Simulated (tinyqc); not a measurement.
## Contact resistivity and sheet resistance from two contact lengths

Inverse problem. Rc = [sqrt(rc Rsh)/Wc] coth(Lc/(2 LT)), LT = sqrt(rc/Rsh), Wc = 68 nm; the second contact is twice as long as the first. Find LT, rc and Rsh.

Rc for Lc = 32 and 64 nm (ohm): [150.446188, 92.8321904]

Solution. With t = tanh(Lc/(2 LT)) for the shorter contact, the resistance of the longer over that of the shorter is (1 + t^2)/2. Then sqrt(rc Rsh) = Rc t Wc, and rc and Rsh follow by multiplying and dividing by LT.

LT = 30.3 nm
rc = 1.50e-9 ohm cm^2
Rsh = 163 ohm

Program tinyqc, `OMP_NUM_THREADS=1 python tinyqc.py 2170035 2170036 out.jsonl`; Intel Xeon 2.30GHz, shared host, one thread, about 0.03 s.
